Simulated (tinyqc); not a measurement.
# Capacitance measurement on a leaky thin oxide: effects of series resistance and leakage, step by step

Numbers from tinyqc (`OMP_NUM_THREADS=1 python tinyqc.py 2022095 2022096 out.jsonl`; about 0.01 s on one thread of a shared Intel Xeon 2.30GHz). Printed values are rounded.

The device is a capacitance C in parallel with a leakage conductance G, in series with Rs and Ls. An impedance meter reports either a parallel pair (Cp, Gp) from Y = 1/Z = Gp + i w Cp or a series pair (Cs, Rm) from Z = Rm + 1/(i w Cs); w = 2 pi f, dissipation D = Gp/(w |Cp|).

Parameters, values chosen for the exercise; values of the order met in thin-oxide MOS capacitors:
- eox = 7.62 (relative permittivity of the gate insulator (close to silicon nitride))
- tox = 2.9 nm (insulator thickness)
- A = 100 um^2 (gate area)
- zc = 0.49 nm (oxide-equivalent thickness added by the accumulation layer)
- zp = 0 nm (oxide-equivalent thickness added by gate depletion)
- Jg = 0.6 A/cm^2 (gate leakage current density, not matched to the thickness)
- Vs = 0.22 V (voltage for an e-fold rise of the leakage)
- Rs = 13 ohm (series resistance)
- Ls = 0 nH (series inductance)
- f = 1e6 Hz (measuring frequency)

Constants: eps0 = 8.8541878128e-14 F/cm where lengths are in cm. Results are converted to the units shown.

## True capacitance and conductance

EOT = 3.9 tox/eox; CET = EOT + zc + zp; C = 3.9 eps0 A/CET; G = Jg A/Vs.

EOT = 1.484252 nm
CET = 1.974252 nm
C = 1.749084 pF
G = 2.727273 uS

## What the meter reports

Z = Rs + i w Ls + 1/(G + i w C).

Z = (2.128422-8.571455i) x 1e4 ohm
Cp = 1.748960 pF
Gp = 2.728746 uS
Cs = 1.856802 pF
D = 0.2483152

Cp is within 0.01 % of C and Cs is 6.2 % above it; G Rs = 3.55e-5, w C Rs = 1.43e-4 and G/(w C) = 0.248.
